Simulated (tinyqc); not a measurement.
# Order-disorder in a binary alloy on two sublattices: Bragg-Williams and pair (quasi-chemical) approximations, step by step

A worked calculation. Computed by tinyqc, a small Python program that keeps every step. Command: `OMP_NUM_THREADS=1 python tinyqc.py 3002353 3002354 out.jsonl order walk`. One thread of a shared host (Intel(R) Xeon(R) Processor @ 2.30GHz), about 0.01 s of CPU time with the checks. Intermediate numbers are printed to about 7 digits and carried at full precision; extremes and crossings named in words are read from the listed rows.

All z = 8 neighbours of a site lie on the other sublattice. B fills the sublattices with x + eta/2 and x - eta/2; energies are per site, from the pure components: u = -z w y with y the probability of an A-B bond taken in one order.

Inputs (values chosen for the exercise, for a model alloy): ordering energy w = (e_AA + e_BB)/2 - e_AB = 10.8 meV; fraction x of B = 0.5; temperature T = 413 K.

Lattice: bcc (B2 order, z = 8). Method: Newton steps.

scattering factors f_A, f_B (electrons): 24  71

Constants: k_B = 8.617333262e-05 eV/K.

## Critical temperatures

Bragg-Williams: k_B T_c = 2 z w x (1 - x). Pair approximation at x = 1/2: k_B T_c = w/ln(z/(z - 2)).

T_c, Bragg-Williams = 501.3152 K

T_c, pair approximation at x = 1/2 = 435.6504 K

At x = 1/2 the pair value is 0.869 of the Bragg-Williams one; the ratio tends to 1 as z grows.

## Long-range order, Bragg-Williams

Bragg-Williams: u = -z w [x (1 - x) + eta^2/4]; minimising f gives ln[a (1 - b)/(b (1 - a))] = 2 z w eta/(k_B T) =: ln Q, a = x + eta/2, b = x - eta/2. For given Q this is a quadratic for eta, (Q - 1) eta^2/4 - (Q + 1) eta/2 + (Q - 1) x (1 - x) = 0, smaller root: the map eta -> phi(eta). Newton steps on phi(eta) - eta, with the slope by central differences of 1e-6; start at 0.999 times 2x; stop when |phi - eta| < 1e-10.

Iteration:
```
step        eta   phi(eta)      phi - eta
1     0.9990000  0.8374650  -1.615350e-01
2     0.7456055  0.7187452  -2.686027e-02
3     0.6806038  0.6783995  -2.204322e-03
4     0.6742108  0.6741887  -2.208286e-05
5     0.6741455  0.6741455  -2.314427e-09
6     0.6741455  0.6741455              0
```

order parameter eta = 0.6741455

last residual = 0

Converged: eta is 67.4 % of its largest value 2x. Caution: T is near or above the T_c of the better pair approximation, so the true long-range order is lower than Bragg-Williams gives.

## Energy, entropy and site fractions

a = x + eta/2, b = x - eta/2; u = -z w [x (1 - x) + eta^2/4]; s/k_B = [s2(a) + s2(b)]/2, s2(c) = -c ln c - (1 - c) ln(1 - c); gain on ordering = f(eta) - f(0), f = u - T s. Superlattice over fundamental intensity = [eta (f_B - f_A)/2]^2/[(1 - x) f_A + x f_B]^2.

B fraction on its own sublattice = 0.8370727

B fraction on the A sublattice = 0.1629273

energy u = -31.41660 meV/site

entropy s = 0.4444922 k_B/site

gain on ordering = -0.9670708 meV/site

intensity ratio = 0.1112387

The antisite fraction is 0.1629; the dilute estimate exp(-z w/(k_B T)) gives 0.0882.

## Short-range order at the Bragg-Williams T_c

Quasi-chemical disordered state, with T here the Bragg-Williams T_c and not the input T: y^2/[(1 - x - y)(x - y)] = exp(2 w/(k_B T)) =: E, so y = 2 x (1 - x)/(1 + r), r = sqrt(1 - 4 x (1 - x)(1 - 1/E)); Warren-Cowley alpha = 1 - y/(x (1 - x)); u = -z w y.

bond probability y = 0.2810883

alpha of the disordered state at the Bragg-Williams T_c = -0.1243530

energy of the disordered state = -24.28602 meV/site

Short-range order already holds 12 % of the full ordering energy z w x^2, counted from the random alloy at -z w x (1 - x); Bragg-Williams puts none there.

## Both approximations at x = 1/2

At x = 1/2 the alloy is an Ising model with K = w/(2 k_B T). Bragg-Williams: eta = tanh(z K eta), neighbour correlation -eta^2. Pair: h = (z - 1) artanh(tanh K tanh h), eta = tanh(z h/(z - 1)), correlation -(tanh K + tanh^2 h)/(1 + tanh K tanh^2 h). T is given in units of the Bragg-Williams T_c at x = 1/2, z w/(2 k_B).

Order and neighbour correlation:
```
T/T_c     T (K)  eta, Bragg-Williams  correlation, Bragg-Williams  eta, pair  correlation, pair
0.30   150.3946            0.9974138                   -0.9948343  0.9973403         -0.9947177
0.45   225.5918            0.9739759                   -0.9486290  0.9709569         -0.9443358
0.55   275.7234            0.9355293                   -0.8752150  0.9225255         -0.8584745
0.65   325.8549            0.8720654                   -0.7604980  0.8317077         -0.7152185
0.75   375.9864            0.7755163                   -0.6014256  0.6664152         -0.5027037
0.85   426.1179            0.6295015                   -0.3962721  0.2892691         -0.2089538
0.95   476.2494            0.3794852                   -0.1440090  0.0000000         -0.1308248
1.10   551.4467            0.0000000                    0.0000000  0.0000000         -0.1131497
1.50   751.9728            0.0000000                    0.0000000  0.0000000         -0.0831410
```

The pair approximation loses long-range order between T/T_c = 0.85 and 0.95, at 436 K, and keeps a correlation of -0.083 in the last row. At its own T_c the correlation is -1/(z - 1) = -0.143, so the fewer the neighbours, the more of the ordering energy is released above T_c.

Checks made by the program: eta against bracketed root finding (relative difference below 1e-10).
